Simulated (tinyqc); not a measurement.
From results back to parameters: periodic multilayer mirror for extreme ultraviolet light. Five cases, with inputs chosen for the exercise.

Problem. With a mean index 1 - dm the Bragg wavelength is lam_B = 2 L sqrt((1 - dm)^2 - sin^2 theta). It is given at 0 degrees and at th2; L and dm are hidden. Then the absorber share is Gm = (dm - delta_S)/(delta_A - delta_S), with the first entries of dS and dA; L is the period.

Case 1.

Values chosen (out of a larger set: optical constants near those of Mo and Si at 13.5 nm; not measured data):
- th2 = 15 degrees (second angle)
- dA = (0.079, 0.00686) (delta and beta of the absorber, N = 1 - delta + i beta)
- dS = (0.0009, 0.00183) (delta and beta of the spacer and the substrate)

lam_B at 0 = 13.496000 nm
lam_B at th2 = 13.000481 nm

Case 2.

Values chosen (out of a larger set: optical constants near those of Mo and Si at 13.5 nm; not measured data):
- th2 = 15 degrees (second angle)
- dA = (0.0787, 0.00655) (delta and beta of the absorber, N = 1 - delta + i beta)
- dS = (0.001, 0.0017) (delta and beta of the spacer and the substrate)

lam_B at 0 = 13.661568 nm
lam_B at th2 = 13.160817 nm

Case 3.

Values chosen (out of a larger set: optical constants near those of Mo and Si at 13.5 nm; not measured data):
- th2 = 10 degrees (second angle)
- dA = (0.0742, 0.00662) (delta and beta of the absorber, N = 1 - delta + i beta)
- dS = (0.0011, 0.00185) (delta and beta of the spacer and the substrate)

lam_B at 0 = 13.324620 nm
lam_B at th2 = 13.110528 nm

Case 4.

Values chosen (out of a larger set: optical constants near those of Mo and Si at 13.5 nm; not measured data):
- th2 = 15 degrees (second angle)
- dA = (0.0789, 0.00667) (delta and beta of the absorber, N = 1 - delta + i beta)
- dS = (0.001, 0.00177) (delta and beta of the spacer and the substrate)

lam_B at 0 = 13.423098 nm
lam_B at th2 = 12.940612 nm

Case 5.

Values chosen (out of a larger set: optical constants near those of Mo and Si at 13.5 nm; not measured data):
- th2 = 20 degrees (second angle)
- dA = (0.0763, 0.00661) (delta and beta of the absorber, N = 1 - delta + i beta)
- dS = (0.0009, 0.00195) (delta and beta of the spacer and the substrate)

lam_B at 0 = 13.517618 nm
lam_B at th2 = 12.648891 nm

Find: L; dm; Gm.

Solution. The difference of the squares is 4 L^2 sin^2(th2); then 1 - dm = lam_B(0)/(2 L).

Case 1.

L = 7.000 nm
dm = 0.0360
Gm = 0.45

Case 2.

L = 7.080 nm
dm = 0.0352
Gm = 0.44

Case 3.

L = 6.850 nm
dm = 0.0274
Gm = 0.36

Case 4.

L = 6.890 nm
dm = 0.0259
Gm = 0.32

Case 5.

L = 6.970 nm
dm = 0.0303
Gm = 0.39

Computed by tinyqc, one run a case: `OMP_NUM_THREADS=1 python tinyqc.py N N+1 out.jsonl` with N = 1650291, 1650306, 1650360, 1650456, 1650494; one thread of a shared Intel(R) Xeon(R) Processor @ 2.30GHz, about 0.01 s a run at most.
